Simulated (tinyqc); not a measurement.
Inside a calculation. Method: G0W0 on RHF in the 6-311g basis, for H2, spin multiplicity 1. One step of it, computed by the program tinyqc.

Question. Integrals over molecular orbitals. (pq|rs) = sum C_ip C_jq C_kr C_ls (ij|kl), one index at a time.

coefficients C, order 1H 1s, 1H 2s, 1H 3s, 2H 1s, 2H 2s, 2H 3s:
$$\begin{pmatrix}
0.152144 & 0.113866 & -0.045249 & -0.098405 & -1.091913 & -1.123813 \\
0.305000 & 0.110056 & -0.870199 & -1.241885 & 1.605450 & 1.200901 \\
0.186707 & 1.332249 & 0.906162 & 1.775716 & -1.000568 & -0.459442 \\
0.152144 & -0.113866 & -0.045249 & 0.098405 & 1.091913 & -1.123813 \\
0.305000 & -0.110056 & -0.870199 & 1.241885 & -1.605450 & 1.200901 \\
0.186707 & -1.332249 & 0.906162 & -1.775716 & 1.000568 & -0.459442
\end{pmatrix}$$

core Hamiltonian H = T + V (hartree), order 1H 1s, 1H 2s, 1H 3s, 2H 1s, 2H 2s, 2H 3s:
$$\begin{pmatrix}
-0.280919 & -0.846467 & -0.585698 & -0.198152 & -0.394734 & -0.408882 \\
-0.846467 & -0.888703 & -0.753002 & -0.394734 & -0.586434 & -0.596627 \\
-0.585698 & -0.753002 & -0.747919 & -0.408882 & -0.596627 & -0.652118 \\
-0.198152 & -0.394734 & -0.408882 & -0.280919 & -0.846467 & -0.585698 \\
-0.394734 & -0.586434 & -0.596627 & -0.846467 & -0.888703 & -0.753002 \\
-0.408882 & -0.596627 & -0.652118 & -0.585698 & -0.753002 & -0.747919
\end{pmatrix}$$

Two-electron integrals (ij|kl) in chemists' order, unique and non-zero (hartree):
```
(11|11) 1.393035   (21|11) 0.822971   (21|21) 0.509703   (22|11) 0.822904
(22|21) 0.543028   (22|22) 0.644106   (31|11) 0.411256   (31|21) 0.257757
(31|22) 0.279868   (31|31) 0.130794   (32|11) 0.543681   (32|21) 0.365771
(32|22) 0.452669   (32|31) 0.189803   (32|32) 0.325140   (33|11) 0.494021
(33|21) 0.340115   (33|22) 0.445993   (33|31) 0.178035   (33|32) 0.331779
(33|33) 0.361682   (41|11) 0.050999   (41|21) 0.033696   (41|22) 0.039653
(41|31) 0.017356   (41|32) 0.027649   (41|33) 0.026840   (41|41) 0.004155
(42|11) 0.131318   (42|21) 0.091004   (42|22) 0.119105   (42|31) 0.047692
(42|32) 0.087500   (42|33) 0.091768   (42|41) 0.012744   (42|42) 0.050195
(43|11) 0.124613   (43|21) 0.087100   (43|22) 0.117180   (43|31) 0.045820
(43|32) 0.087674   (43|33) 0.094987   (43|41) 0.012186   (43|42) 0.052089
(43|43) 0.056127   (44|11) 0.473825   (44|21) 0.333853   (44|22) 0.459895
(44|31) 0.176252   (44|32) 0.348357   (44|33) 0.383279   (44|41) 0.050999
(44|42) 0.242714   (44|43) 0.267313   (44|44) 1.393035   (51|11) 0.242714
(51|21) 0.152609   (51|22) 0.166492   (51|31) 0.077507   (51|32) 0.113094
(51|33) 0.106291   (51|41) 0.012744   (51|42) 0.035375   (51|43) 0.033664
(51|44) 0.131318   (51|51) 0.050195   (52|11) 0.332130   (52|21) 0.223950
(52|22) 0.278157   (52|31) 0.116290   (52|32) 0.200004   (52|33) 0.204205
(52|41) 0.022834   (52|42) 0.078236   (52|43) 0.079384   (52|44) 0.332130
(52|51) 0.078236   (52|52) 0.151208   (53|11) 0.289812   (53|21) 0.199534
(53|22) 0.261114   (53|31) 0.104434   (53|32) 0.193680   (53|33) 0.209259
(53|41) 0.021385   (53|42) 0.081522   (53|43) 0.086770   (53|44) 0.372234
(53|51) 0.070610   (53|52) 0.151026   (53|53) 0.162298   (54|11) 0.333853
(54|21) 0.234560   (54|22) 0.320635   (54|31) 0.123674   (54|32) 0.242299
(54|33) 0.266882   (54|41) 0.033696   (54|42) 0.152609   (54|43) 0.167838
(54|44) 0.822971   (54|51) 0.091004   (54|52) 0.223950   (54|53) 0.251149
(54|54) 0.509703   (55|11) 0.459895   (55|21) 0.320635   (55|22) 0.432130
(55|31) 0.168598   (55|32) 0.325700   (55|33) 0.361099   (55|41) 0.039653
(55|42) 0.166492   (55|43) 0.182766   (55|44) 0.822904   (55|51) 0.119105
(55|52) 0.278157   (55|53) 0.312911   (55|54) 0.543028   (55|55) 0.644106
(61|11) 0.267313   (61|21) 0.167838   (61|22) 0.182766   (61|31) 0.085211
(61|32) 0.124084   (61|33) 0.116554   (61|41) 0.012186   (61|42) 0.033664
(61|43) 0.032253   (61|44) 0.124613   (61|51) 0.052089   (61|52) 0.079384
(61|53) 0.071482   (61|54) 0.087100   (61|55) 0.117180   (61|61) 0.056127
(62|11) 0.372234   (62|21) 0.251149   (62|22) 0.312911   (62|31) 0.130461
(62|32) 0.225591   (62|33) 0.231663   (62|41) 0.021385   (62|42) 0.070610
(62|43) 0.071482   (62|44) 0.289812   (62|51) 0.081522   (62|52) 0.151026
(62|53) 0.149346   (62|54) 0.199534   (62|55) 0.261114   (62|61) 0.086770
(62|62) 0.162298   (63|11) 0.366874   (63|21) 0.253430   (63|22) 0.335376
(63|31) 0.132835   (63|32) 0.251028   (63|33) 0.277213   (63|41) 0.022854
(63|42) 0.083602   (63|43) 0.088657   (63|44) 0.366874   (63|51) 0.083602
(63|52) 0.171953   (63|53) 0.183959   (63|54) 0.253430   (63|55) 0.335376
(63|61) 0.088657   (63|62) 0.183959   (63|63) 0.229021   (64|11) 0.176252
(64|21) 0.123674   (64|22) 0.168598   (64|31) 0.065176   (64|32) 0.127320
(64|33) 0.140330   (64|41) 0.017356   (64|42) 0.077507   (64|43) 0.085211
(64|44) 0.411256   (64|51) 0.047692   (64|52) 0.116290   (64|53) 0.130461
(64|54) 0.257757   (64|55) 0.279868   (64|61) 0.045820   (64|62) 0.104434
(64|63) 0.132835   (64|64) 0.130794   (65|11) 0.348357   (65|21) 0.242299
(65|22) 0.325700   (65|31) 0.127320   (65|32) 0.245749   (65|33) 0.274463
(65|41) 0.027649   (65|42) 0.113094   (65|43) 0.124084   (65|44) 0.543681
(65|51) 0.087500   (65|52) 0.200004   (65|53) 0.225591   (65|54) 0.365771
(65|55) 0.452669   (65|61) 0.087674   (65|62) 0.193680   (65|63) 0.251028
(65|64) 0.189803   (65|65) 0.325140   (66|11) 0.383279   (66|21) 0.266882
(66|22) 0.361099   (66|31) 0.140330   (66|32) 0.274463   (66|33) 0.313390
(66|41) 0.026840   (66|42) 0.106291   (66|43) 0.116554   (66|44) 0.494021
(66|51) 0.091768   (66|52) 0.204205   (66|53) 0.231663   (66|54) 0.340115
(66|55) 0.445993   (66|61) 0.094987   (66|62) 0.209259   (66|63) 0.277213
(66|64) 0.178035   (66|65) 0.331779   (66|66) 0.361682
```

Give: one-electron integrals over orbitals h = C^T H C; Two-electron integrals over orbitals.

Answer.

one-electron integrals over orbitals h = C^T H C (hartree):
$$\begin{pmatrix}
-1.045 & 0.000 & 0.114 & 0.000 & 0.000 & 0.050 \\
0.000 & -0.571 & 0.000 & 0.200 & 0.033 & 0.000 \\
0.114 & 0.000 & -0.311 & 0.000 & 0.000 & -0.125 \\
0.000 & 0.200 & 0.000 & -0.256 & -0.184 & 0.000 \\
0.000 & 0.033 & 0.000 & -0.184 & 1.452 & 0.000 \\
0.050 & 0.000 & -0.125 & 0.000 & 0.000 & 1.569
\end{pmatrix}$$

Two-electron integrals over orbitals (pq|rs), unique and non-zero (hartree):
```
(11|11) 0.541      (21|21) 0.086      (22|11) 0.379      (22|22) 0.328
(31|11) -0.114     (31|22) -0.047     (31|31) 0.053      (32|21) 0.005
(32|32) 0.027      (33|11) 0.351      (33|22) 0.286      (33|31) -0.040
(33|33) 0.280      (41|21) -0.077     (41|32) 0.017      (41|41) 0.089
(42|11) -0.139     (42|22) -0.068     (42|31) 0.052      (42|33) -0.054
(42|42) 0.069      (43|21) 0.060      (43|32) 0.009      (43|41) -0.052
(43|43) 0.050      (44|11) 0.432      (44|22) 0.338      (44|31) -0.077
(44|33) 0.301      (44|42) -0.098     (44|44) 0.374      (51|21) -0.028
(51|32) 0.022      (51|41) 0.049      (51|43) -0.027     (51|51) 0.067
(52|11) -0.030     (52|22) 9.87e-04   (52|31) 0.026      (52|33) -0.008
(52|42) 0.018      (52|44) -0.024     (52|52) 0.034      (53|21) 0.036
(53|32) -0.012     (53|41) -0.046     (53|43) 0.025      (53|51) -0.039
(53|53) 0.031      (54|11) 0.116      (54|22) 0.047      (54|31) -0.054
(54|33) 0.046      (54|42) -0.056     (54|44) 0.084      (54|52) -0.043
(54|54) 0.079      (55|11) 0.565      (55|22) 0.397      (55|31) -0.134
(55|33) 0.356      (55|42) -0.160     (55|44) 0.467      (55|52) -0.068
(55|54) 0.174      (55|55) 0.687      (61|11) -0.050     (61|22) -0.022
(61|31) 0.034      (61|33) -0.016     (61|42) 0.033      (61|44) -0.049
(61|52) 0.040      (61|54) -0.062     (61|55) -0.119     (61|61) 0.066
(62|21) -0.020     (62|32) 0.011      (62|41) 0.031      (62|43) -0.020
(62|51) 0.041      (62|53) -0.023     (62|62) 0.028      (63|11) 0.079
(63|22) 0.042      (63|31) -0.033     (63|33) 0.031      (63|42) -0.039
(63|44) 0.062      (63|52) -0.022     (63|54) 0.047      (63|55) 0.118
(63|61) -0.038     (63|63) 0.032      (64|21) 0.041      (64|32) -0.022
(64|41) -0.058     (64|43) 0.030      (64|51) -0.061     (64|53) 0.041
(64|62) -0.039     (64|64) 0.065      (65|21) 0.129      (65|32) -0.021
(65|41) -0.143     (65|43) 0.096      (65|51) -0.113     (65|53) 0.091
(65|62) -0.074     (65|64) 0.125      (65|65) 0.301      (66|11) 0.579
(66|22) 0.395      (66|31) -0.138     (66|33) 0.362      (66|42) -0.166
(66|44) 0.471      (66|52) -0.072     (66|54) 0.179      (66|55) 0.693
(66|61) -0.115     (66|63) 0.118      (66|66) 0.710
```
